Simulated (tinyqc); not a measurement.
A log to judge: microkinetic model of a Langmuir-Hinshelwood surface reaction A + (1/2) B2 = AB with Bronsted-Evans-Polanyi barriers. Computed by tinyqc. Command: `OMP_NUM_THREADS=1 python tinyqc.py 3006737 3006738 out.jsonl microkin walk`. One thread of a shared host (Intel(R) Xeon(R) Processor @ 2.30GHz), about 0.01 s of CPU time with the checks.

A adsorbs in equilibrium; B2 dissociates irreversibly on two free sites; adsorbed A and B react irreversibly and AB leaves at once. theta_A + theta_B + theta_* = 1.

Inputs (values chosen for the exercise, for a model catalyst):

| quantity | value | unit |
|---|---|---|
| adsorption energy of A, E_A | -0.757 | eV |
| adsorption energy per B atom, E_B | -1.37 | eV |
| entropy loss of A, S_A | 1.2 | meV/K |
| entropy loss of B2, S_B | 1.4 | meV/K |
| slope a1 of the dissociation barrier | 0.77 | - |
| intercept b1 | 1 | eV |
| slope a2 of the reaction barrier | 0.42 | - |
| intercept b2 | 0.39 | eV |
| pressure p_A | 0.91 | bar |
| pressure p_B | 0.032 | bar |
| temperature T | 675 | K |
| mixing | 0.3 | - |

Solver: damped fixed point.

Constants: k_B = 8.617333262e-05 eV/K; hbar = 6.582119569e-16 eV s.

Method:
- K_A = exp(-(E_A + T S_A)/(k_B T)) per bar; barriers E1 = max(b1 + a1 2 E_B, 0), E2 = b2 - a2 (E_A + E_B); k1 = (k_B T/h) exp(-S_B/k_B) exp(-E1/(k_B T)) per bar, k2 = (k_B T/h) exp(-E2/(k_B T)), h = 2 pi hbar.
- theta_A = K_A p_A theta_*; 2 k1 p_B theta_*^2 = k2 theta_A theta_B, so theta_B = w theta_* with w = 2 k1 p_B/(k2 K_A p_A); theta_* = 1/(1 + K_A p_A + w); rate r = k2 theta_A theta_B.
- Unknown y = theta_B, theta_* = (1 - y)/(1 + K_A p_A). Fixed point y(out) = w theta_*(y), y(new) = y + mixing (y(out) - y), kept within 0 and 1; start y = 0. Stop when the change is below 1e-10, after 80 steps at most.

Course of the iteration:

| step | y in | y new | change |
|---|---|---|---|
| 1 | 0.0 | 1.0 | 1.0 |
| 2 | 1.0 | 0.7 | 0.3 |
| 3 | 0.7 | 1.0 | 0.3 |
| 4 | 1.0 | 0.7 | 0.3 |
| 5 | 0.7 | 1.0 | 0.3 |
| 6 | 1.0 | 0.7 | 0.3 |
| 7 | 0.7 | 1.0 | 0.3 |
| 8 | 1.0 | 0.7 | 0.3 |
| 9 | 0.7 | 1.0 | 0.3 |
| ... | ... | ... | ... |
| 72 | 1.0 | 0.7 | 0.3 |
| 73 | 0.7 | 1.0 | 0.3 |
| 74 | 1.0 | 0.7 | 0.3 |
| 75 | 0.7 | 1.0 | 0.3 |
| 76 | 1.0 | 0.7 | 0.3 |
| 77 | 0.7 | 1.0 | 0.3 |
| 78 | 1.0 | 0.7 | 0.3 |
| 79 | 0.7 | 1.0 | 0.3 |
| 80 | 1.0 | 0.7 | 0.3 |

Can the last value be used, and what does the course show?

No. Not converged within 80 steps: the residual has stopped falling and repeats with period one or two: the iteration swings between two states. The map has slope 1 - mixing (1 + w/(1 + K_A p_A)) = -12.2, and convergence needs its size below 1. Reruns converge with solver = Newton. Reruns still fail with mixing = 0.5; and with mixing = 0.1.
